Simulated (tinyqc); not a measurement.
Ways to reach the isolated limit: finite-size error of a charged defect in a periodic cell: Madelung and Makov-Payne terms. Computed by tinyqc, a small Python program. Command: `OMP_NUM_THREADS=1 python tinyqc.py 3007931 3007932 out.jsonl imagecharge walk`. One thread of a shared host (Intel(R) Xeon(R) Processor @ 2.30GHz), about 0.03 s of CPU time with the checks.

L is the cube root of the cell volume. The defect charge is a Gaussian, rho(r) = q (2 pi sigma^2)^(-3/2) exp(-r^2/2 sigma^2), repeated periodically in a uniform neutralising background and screened by a continuum. The model cell energy is E(L) = E_0 + [periodic - isolated electrostatic energy].

Inputs (values chosen for the exercise, with screening close to that of silicon):
```
quantity                                     value      unit
charge q                                        -1         e
cell length L                                 16.3  angstrom
dielectric constant eps                       11.9         -
width sigma of the defect charge               1.3  angstrom
formation energy of the isolated defect E_0  5.686        eV
```

Supercell lattice: fcc. Screening: isotropic.

scatter added to the six cells, standing for numerical noise (meV): 0.91  -0.074  -0.13  -0.61  -3.2  1

Constants: e^2/(4 pi eps_0) = 14.39964548 eV angstrom.

Method:
- Cell vectors: (0,1,1), (1,0,1), (1,1,0), scaled to volume L^3.
- Ewald sum for a unit point charge: scale each Cartesian component of the cell by 1/sqrt(eps_i), giving R', G' and V'; E = [ (1/2) sum erfc(eta R')/R' + (2 pi/V') sum exp(-G'^2/4 eta^2)/G'^2 - eta/sqrt(pi) - pi/(2 V' eta^2) ] e^2/(4 pi eps_0) / sqrt(eps_x eps_y eps_z), over n_i = -6..6, omitting n = (0,0,0), eta = 2/V'^(1/3). alpha = -2 E eps_g L/(e^2/(4 pi eps_0)), eps_g = (eps_x eps_y eps_z)^(1/3).
- Periodic energy of the Gaussian: (2 pi q^2/V) sum_(G != 0) exp(-sigma^2 G^2)/(G.eps.G) x e^2/(4 pi eps_0), n_i = -k..k with k = max(9, L/sigma rounded up). Isolated energy: q^2/(2 sqrt(pi) sigma) <1/(n.eps.n)> e^2/(4 pi eps_0), the mean over directions n, here 1/eps.
- Cells of the same shape with L scaled by 0.7, 0.85, 1, 1.25, 1.5 and 2; the scatter is added to E(L).
- The point-charge correction scales as 1/L from its value at the input L.
- Least-squares fits of E(L) to a + b/L, a + c/L^3 or a + b/L + c/L^3; the estimate is a, and errors are against E_0.

Scaling data:
```
L (angstrom)  1/L (1/angstrom)  E(L) (eV)  E(L) + point-charge correction (eV)
11.410               0.0876424    5.54241                              5.69556
13.855               0.0721761    5.56463                              5.69076
16.300               0.0613497    5.58163                              5.68884
20.375               0.0490798    5.60114                              5.68691
24.450               0.0408998    5.61221                              5.68368
32.600               0.0306748    5.63377                              5.68737
```

point-charge correction -q^2 E = 0.107208 eV

nearest image = 18.2961 angstrom

Estimates of E_0:
```
way                              estimate (eV)  error (meV)
largest cell, uncorrected               5.6338      -52.233
largest cell, point-charge term         5.6874        1.371
1/L fit, three smallest                 5.6726      -13.410
1/L fit, all six                        5.6792       -6.769
1/L^3 fit, all six                      5.6218      -64.242
1/L and 1/L^3, three smallest           5.6915        5.496
1/L and 1/L^3, all six                  5.6878        1.836
corrected data, 1/L^3 fit               5.6850       -1.042
```

coefficient b of the full fit = -1.8271 eV angstrom

Best here: corrected data, 1/L^3 fit (-1.0 meV); worst: 1/L^3 fit, all six (-64 meV). The fitted b is 104.6 % of the Madelung value -q^2 alpha e^2/(8 pi eps_0 eps_g), so such a fit also measures the screening.

Extremes, crossings and ranges named in words are read from the listed rows.
